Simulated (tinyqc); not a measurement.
Dielectric confinement in a thin film (image charges), step by step. Values are carried at full precision from step to step, so a last printed digit may differ when a step is redone from the rounded ones.

A film |z| < t/2 of dielectric constant eps between half-spaces of dielectric constant e2; lam = (eps - e2)/(eps + e2), q = e^2/(4 pi eps0). The self-energy of a band edge is taken with the high-frequency value, e2 = eh, and the field of a fixed ion with the static one, e2 = eo. A charge at z has images lam^|n| at n t + (-1)^n z. Its self-energy is S(z) = (q/2 eps) sum over n >= 1 of lam^n [1/(n t - 2z) + 1/(n t + 2z)] for odd n and 2 lam^n/(n t) for even n; at the centre S(0) = -(q/(eps t)) ln(1 - lam).

Constants: e^2/(4 pi eps0) = 14.39964547 eV angstrom; hbar^2/2m0 = 3.80998211 eV angstrom^2; Ry = 13.60569312 eV.

Parameters, chosen for this exercise (near those of a Si (100) film, two-fold valleys, in vacuum; shifted at random, so the results belong to these values and not to a real crystal): t = 28 angstrom (film thickness); eps = 11.4 (dielectric constant of the film); eh = 1 (high-frequency dielectric constant outside); mz = 0.895 m0 (mass across the film); eo = 1 (static dielectric constant outside); m = 0.194 m0 (mass in the plane).

## Images for a charge at the centre

Give lam, the first five terms (q/eps) lam^n/(n t), their sum and the closed form.

lam = 0.8387

terms (meV): 37.84  15.87  8.87  5.58  3.74

sum of five = 71.90 meV
S(0) = 82.31 meV

The surroundings screen less than the film, so the images repel and each band edge moves outwards: the gap changes by about 2 S = +165 meV.

## Self-energy across the film

S at 2z/t = 0, 0.2, 0.4, 0.6, 0.8 and 0.9, summed to n = 399.

Self-energy:

| 2z/t | z (angstrom) | S (meV) |
|---|---|---|
| 0.0 | 0.0 | 82.31 |
| 0.2 | 2.8 | 83.93 |
| 0.4 | 5.6 | 89.71 |
| 0.6 | 8.4 | 104.04 |
| 0.8 | 11.2 | 150.39 |
| 0.9 | 12.6 | 244.66 |

Towards the wall S diverges as (q lam/4 eps)/(distance), an artefact of the abrupt interface that the vanishing envelope makes harmless.

## Shift of the subband edge

First order: <S> over the envelope (2/t) cos^2(pi z/t), beside the confinement energy c (pi/t)^2/mz, c = hbar^2/2m0.

<S> = 90.75 meV
confinement energy = 53.59 meV

|<S>| is 1.69 times the confinement energy; the first goes as 1/t and the second as 1/t^2, so they are equal at t = 17 angstrom.

## Binding of a donor

Donor at the centre, lam from the static eo, trial function cos(pi z/t) exp(-rho/l): E(l) = c/(m l^2) - (q/eps) times the integral over k of F(k t) (1 + (k l/2)^2)^(-3/2), with F(x) = F0 + 2 lam exp(-x) G/(1 - lam exp(-x)), F0 = 2[(1 - exp(-x/2))/x + x (1 + exp(-x/2))/(x^2 + 4 pi^2)], G = 2 sinh(x/2)[1/x - x/(x^2 + 4 pi^2)]; c = hbar^2/2m0. The binding energy is -E at the minimum, counted from the subband edge with its self-energy.

Minimise over l with and without images (lam = 0); Ry* = Ry m/eps^2.

Donor:

| case | l (angstrom) | binding (meV) | in Ry* |
|---|---|---|---|
| no images | 24.3 | 48.5 | 2.39 |
| with images | 20.0 | 195.2 | 9.61 |

Ry* = 20.31 meV

The images change the binding by +146.7 meV, against -2 (q/(eps t)) ln(1 - lam) = +164.6 meV for an orbit much smaller than t. At 300 K the binding is 7.6 kB T, which hinders ionisation.

## Checks

- S(0) from the series against the closed form, meV: both 82.31.
- F(2.3) for lam = 0.8387 from a direct sum over images against the closed form: both 0.9296.

Run: tinyqc, `OMP_NUM_THREADS=1 python tinyqc.py 1281236 1281237 out.jsonl`; Intel(R) Xeon(R) Processor @ 2.30GHz, one thread, shared host; about 0.06 s of CPU time with all checks.
